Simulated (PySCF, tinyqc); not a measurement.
MP2 on RHF in the sto-3g basis, for H4, spin multiplicity 1, step by step. The lowest restricted solution is unstable here: a spin-polarised one lies 0.1212 hartree lower (PySCF). One step of it, computed by the program tinyqc.

Task: Second-order Moller-Plesset energy. E2 = sum_ijab (ia|jb) [2 (ia|jb) - (ib|ja)] / (e_i + e_j - e_a - e_b) over occupied i, j and virtual a, b; the opposite-spin part is (ia|jb)^2 / denominator, the rest is same-spin, and SCS-MP2 scales them by 6/5 and 1/3.

orbital energies (hartree): MO1 -0.603357, MO2 -0.211979, MO3 0.187705, MO4 0.638937

Two-electron integrals over orbitals (pq|rs), unique and non-zero (hartree):
```
(11|11) 0.494260   (21|21) 0.137429   (22|11) 0.483121   (22|22) 0.491417
(31|31) 0.133630   (32|32) 0.084405   (33|11) 0.482308   (33|22) 0.474999
(33|33) 0.490331   (41|32) 0.083014   (41|41) 0.081690   (42|31) 0.134529
(42|42) 0.147698   (43|21) 0.137961   (43|43) 0.151549   (44|11) 0.486733
(44|22) 0.494700   (44|33) 0.494635   (44|44) 0.514711
```

Hartree-Fock energy = -1.80905135 hartree

Give: Terms; Pair energies; MP2 correlation energy; SCS-MP2 correlation energy; MP2 total energy.

Result:

Terms:
```
i  j  a  b  (ia|jb)  (ib|ja)  denominator     term
2  1  4  3   0.1345   0.0830      -1.6420  -0.0152
1  2  3  4   0.1345   0.0830      -1.6420  -0.0152
2  2  4  4   0.1477   0.1477      -1.7018  -0.0128
1  1  3  3   0.1336   0.1336      -1.5821  -0.0113
2  2  3  3   0.0844   0.0844      -0.7994  -0.0089
1  1  4  4   0.0817   0.0817      -2.4846  -0.0027
1  2  4  3   0.0830   0.1345      -1.6420  -0.0016
2  1  3  4   0.0830   0.1345      -1.6420  -0.0016
```

Pair energies (hartree; pair i-j sums ij and ji):
```
pair  opposite spin  same spin
1-1         -0.0140     0.0000
2-1         -0.0304    -0.0032
2-2         -0.0217     0.0000
```

MP2 correlation energy = -0.069374 hartree

SCS-MP2 correlation energy = -0.080447 hartree

MP2 total energy = -1.878425 hartree
